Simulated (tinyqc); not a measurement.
Surface potential of a MOS transistor: implicit equation and explicit approximations: two steps of the calculation.

p-type body, charge-sheet picture, depletion and inversion only, full ionisation (an idealisation for deep acceptors), Boltzmann statistics (rough once Na exp(x - xn) passes about Nc/7). In units of Vt: xg = (Vg - Vfb)/Vt, x = psi/Vt, G = gamma/sqrt(Vt), xn = (2 phiF + Vc)/Vt. The implicit equation is (xg - x)^2 = G^2 [x - 1 + exp(x - xn)] for x above about 3. Cox = eps0 eox/tox.

Values chosen for this exercise; band and dielectric values close to those of germanium: temperature T = 250 K; band gap Eg = 0.659 eV; relative permittivity eps_r = 16.2; conduction-band density of states at T Nc = 7.99e18 cm^-3; valence-band density of states at T Nv = 4.63e18 cm^-3; relative permittivity of the gate insulator (close to silicon dioxide) eox = 3.9; insulator thickness tox = 21 nm; acceptor density Na = 4.9e17 cm^-3; flat-band voltage Vfb = -0.44 V; channel-body voltage Vc = 0 V; gate-body voltage Vg = 2.62 V.

Constants: q = 1.602176634e-19 C, kB = 1.380649e-23 J/K, Vt = kB T/q, eps0 = 8.8541878128e-14 F/cm where lengths are in cm. Results are converted to the units shown.

Task 1. Scales. ni = sqrt(Nc Nv) exp(-Eg/(2 Vt)), Eg in volts; phiF = Vt ln(Na/ni); gamma = sqrt(2 q eps0 eps_r Na)/Cox; VT = Vfb + Vt (xn + G sqrt(xn - 1)).

Find: phiF; gamma; G; xn; VT; xg.

Result 1.

phiF = 0.27524 V
gamma = 2.8861 V^0.5
G = 19.663
xn = 25.552
VT = 2.2094 V
xg = 142.04

Task 2. New x. D = exp(x - xn), f = (xg - x)^2 - G^2 (x - 1 + D), f' = -2 (xg - x) - G^2 (1 + D), x(new) = x - f/f'.

x at the start = 32.2
G = 19.662993
xn = 25.552062
xg = 142.03930

Find: D; f; f'; x after iteration 1.

Result 2.

D = 771.2
f = -2.982e5
f' = -2.988e5
x after iteration 1 = 31.20

tinyqc, about 0.01 s, one thread, Intel Xeon 2.30GHz (shared host): `OMP_NUM_THREADS=1 python tinyqc.py 2122084 2122085 out.jsonl`
